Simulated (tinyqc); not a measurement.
Energy and delay of logic against supply voltage: two steps of the calculation.

One expression serves below and above threshold: I(Vg) = Ik [ln(1 + exp((Vg - VT + dd V)/(al nf Vt)))]^al, with I_on = I(V) and I_off = I(0). Gate delay td = kd C V/I_on, clock period LD td. Per gate and cycle the switching energy is act C V^2 and the leakage energy I_off V LD td. No short-circuit current, no variation. Minima are sought above 0.09 V; below a few Vt gates no longer switch and the model has no meaning.

Parameters, values chosen for the exercise; values of the order met in logic technologies: temperature T = 300 K; threshold voltage at zero drain bias VT = 0.3 V; slope factor nf = 1.24; barrier lowering per volt of supply dd = 0.11; specific current of a gate Ik = 1.8 uA; exponent of the current law al = 1.75; load capacitance of a gate C = 3.6 fF; delay factor kd = 0.8; logic depth LD = 30; activity factor act = 0.1; supply voltage V = 0.5 V.

Constants: q = 1.602176634e-19 C, kB = 1.380649e-23 J/K, Vt = kB T/q. Results are converted to the units shown.

Question 1. Currents, delay and energies. I_on, I_off, td, clock frequency 1/(LD td), both energies and their sum.

Give: I_on; I_off; td; clock frequency; switching energy; leakage energy; energy.

Answer 1.

I_on = 25.575 uA
I_off = 0.85363 nA
td = 56.305 ps
clock frequency = 0.59201 GHz
switching energy = 90.000 aJ
leakage energy = 0.72096 aJ
energy = 90.721 aJ

I_on/I_off = 30000; leakage makes up 0.795 % of the energy.

Question 2. New V. Minimum-energy supply: E(V) is the energy per gate and cycle; with h = 0.001 V, E' = (E(V + h) - E(V - h))/(2 h), E'' = (E(V - h) - 2 E(V) + E(V + h))/h^2, V(new) = V - E'/E''.

V at the start = 0.17 V

Wanted: E'; E''; V after iteration 1.

Answer 2.

E' = -117.15 aJ/V
E'' = 4433.0 aJ/V^2
V after iteration 1 = 0.19643 V

Numbers from tinyqc (`OMP_NUM_THREADS=1 python tinyqc.py 2082198 2082199 out.jsonl`; about 0.01 s on one thread of a shared Intel Xeon 2.30GHz).
